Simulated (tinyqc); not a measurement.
Where in the gap a trap does harm: carrier lifetime from Shockley-Read-Hall, radiative, Auger and surface recombination. Computed by tinyqc, a small Python program. Command: `OMP_NUM_THREADS=1 python tinyqc.py 3008741 3008742 out.jsonl lifetime walk`. One thread of a shared host (Intel(R) Xeon(R) Processor @ 2.30GHz), about 0.02 s of CPU time with the checks.

Energies are counted from the top of the valence band. Boltzmann statistics, full ionisation, and equal excess densities of electrons and holes.

Inputs (values chosen for the exercise, for a model semiconductor): gap E_g = 3.01 eV; electron mass m_e = 0.255 m_0; valleys M_c = 1; hole mass m_h = 1.02 m_0; temperature T = 400 K; doping N = 8.4e+15 cm^-3; trap level E_t = 1.95 eV; trap density N_t = 4.3e+13 cm^-3; electron cross-section sigma_n = 9.4e-15 cm^2; hole cross-section sigma_p = 1.9e-14 cm^2.

Doping: n-type. Surface term: two equal surfaces.

Constants: m_0 = 9.1093837015e-31 kg; k_B = 1.380649e-23 J/K; h = 6.62607015e-34 J s; k_B = 8.617333262e-05 eV/K.

Method:
- N_c = 2 M_c (2 pi m_e k_B T/h^2)^(3/2) and N_v = 2 (2 pi m_h k_B T/h^2)^(3/2), masses in units of m_0.
- n_i = sqrt(N_c N_v) exp(-E_g/2 k_B T); majority density N/2 + sqrt(N^2/4 + n_i^2), minority density n_i^2 over it.
- v = sqrt(3 k_B T/m) with m_e or m_h; tau_n0 = 1/(sigma_n v_n N_t), tau_p0 = 1/(sigma_p v_p N_t); n1 = N_c exp(-(E_g - E_t)/k_B T), p1 = N_v exp(-E_t/k_B T).
- Low injection: tau = [tau_p0 (n_0 + n1) + tau_n0 (p_0 + p1)]/(n_0 + p_0). Depleted region (n = p = 0): generation lifetime tau_g = (tau_p0 n1 + tau_n0 p1)/n_i. n1 = N_c exp(-(E_g - E_t)/k_B T), p1 = N_v exp(-E_t/k_B T).

tau_p0 = 9.16622e-08 s

n_0 = 8.40e+15 cm^-3

N_c = 4.97497e+18 cm^-3

tau_n0 = 9.26373e-08 s

p_0 = 2.80583e-16 cm^-3

N_v = 3.97998e+19 cm^-3

n_i = 1.53522 cm^-3

The same trap at other energies:
```
E_t (eV)  SRH lifetime (s)  generation lifetime (s)
0.181           2.3925e-06               1.2589e+10
0.451           9.2574e-08               4.9905e+06
0.752           9.1662e-08               8.0485e+02
1.053           9.1662e-08               1.2980e-01
1.354           9.1662e-08               2.0934e-05
1.505           9.1662e-08               2.9443e-07
1.656           9.1662e-08               2.5925e-06
1.956           9.1662e-08               1.5595e-02
2.258           9.1662e-08               9.9547e+01
2.558           9.1772e-08               5.9960e+05
2.829           3.7624e-07               1.5571e+09
```

What does the comparison show, and why?

The SRH lifetime (other channels left aside) stays within 10 % of its least value, among these rows, from E_t = 0.451 to 2.558 eV. The generation lifetime has a sharp minimum, among these rows at 1.505 eV and exactly at 1.541 eV, where tau_p0 n1 = tau_n0 p1, since generation needs two thermal jumps and the larger one rules.

Extremes, crossings and ranges named in words are read from the listed rows.
